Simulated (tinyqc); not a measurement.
Linear model of a band gap against the share of exact exchange: sweeps and comparisons. A value that a table varies takes the place of the one given here.

E(alpha) = E0 + S alpha. A wider gap screens less, modelled in the Penn form eps(alpha) = 1 + (e0 - 1)(EP/(EP + S alpha))^2 with a scale EP chosen for the exercise. A dielectric-dependent hybrid takes alpha = 1/eps.

Parameters, chosen for this exercise (of the order of those of GaN; the results hold for these values, not for the real material):

| symbol | value | unit | meaning |
|---|---|---|---|
| E0 | 1.93 | eV | gap of the semi-local functional |
| S | 6.86 | eV | slope dE/d(alpha) |
| e0 | 5.62 |  | optical dielectric constant at alpha = 0 |
| EP | 19.9 | eV | energy scale of the screening |
| Et | 3.53 | eV | target gap |

## Sweep of alpha

Also the exciton scale relative to alpha = 0, (m/m(0))(eps(0)/eps)^2, with a mass proportional to E + D, D = E0/2 + 0.3 eV, a k.p rule for direct gaps only.

Results:

| alpha | E (eV) | eps | alpha eps | exciton scale |
|---|---|---|---|---|
| 0.00 | 1.930 | 5.620 | 0.000 | 1.00 |
| 0.05 | 2.273 | 5.465 | 0.273 | 1.17 |
| 0.10 | 2.616 | 5.317 | 0.532 | 1.36 |
| 0.15 | 2.959 | 5.177 | 0.777 | 1.56 |
| 0.20 | 3.302 | 5.043 | 1.009 | 1.78 |
| 0.25 | 3.645 | 4.916 | 1.229 | 2.01 |
| 0.35 | 4.331 | 4.679 | 1.638 | 2.53 |
| 0.50 | 5.360 | 4.361 | 2.181 | 3.44 |

How do the results move?

alpha eps reaches 1 between alpha = 0.15 and 0.2 (fixed point 0.198), and the target gap is met between 0.2 and 0.25. At the fixed point the gap is 3.29 eV, -0.24 eV from the target. From 0 to 0.25 the gap grows by 1.72 eV while eps falls by 13 %; the exciton scale, which takes both, grows by a factor of 2.01.

## What each parameter does

Fixed point alpha = 1/eps(alpha), gap and eps there. Each row changes one parameter from the base and keeps the others.

Results:

| case | alpha | E (eV) | eps |
|---|---|---|---|
| base | 0.1981 | 3.289 | 5.048 |
| E0 = 1.737 eV | 0.1981 | 3.096 | 5.048 |
| S = 6.174 eV | 0.1959 | 3.139 | 5.106 |
| e0 = 6.182 | 0.1786 | 3.155 | 5.598 |
| EP = 21.89 eV | 0.1961 | 3.275 | 5.101 |

What does this show?

The largest shifts from the base row, up to three for each result and ties (the steps differ in size, so this ranks the rows, not the parameters). alpha: e0 -0.0195, S -0.0022, EP -0.0020; unchanged at the printed digits by E0. E (eV): E0 -0.193, S -0.150, e0 -0.134. eps: e0 +0.550, S +0.058, EP +0.052; unchanged at the printed digits by E0.

Computed by tinyqc, a small Python program: `OMP_NUM_THREADS=1 python tinyqc.py 1850431 1850432 out.jsonl` (the numbers bound the seed that draws the inputs); one thread of a shared host (Intel(R) Xeon(R) Processor @ 2.30GHz), about 0.01 s for the whole set of steps.
